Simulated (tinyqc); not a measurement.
Mobility and doping from two currents.

Problem. A trap-free film with injecting contacts is fitted, with diffusion neglected, by J = q mu N V/Lf + (9/8) eps0 eps_r mu V^2/Lf^3. Find mu, N and the voltage at which both terms are equal.

Parameters, values chosen for the exercise:
```
symbol  value  unit                meaning
eps_r    11.8        relative permittivity
Lf        230    nm         film thickness
```

Constants: q = 1.602176634e-19 C, eps0 = 8.8541878128e-14 F/cm where lengths are in cm. Results are converted to the units shown.

J at 3.5 and 17 V (A/cm^2): 582.49802  6598.3214

Solution. J/V is a straight line in V: the slope gives mu and the intercept mu N.

mu = 0.1700 cm^2/(V s)
N = 9.200e16 cm^-3
crossover voltage = 6.634 V

tinyqc, about 0.09 s, one thread, Intel Xeon 2.30GHz (shared host): `OMP_NUM_THREADS=1 python tinyqc.py 2730057 2730058 out.jsonl`
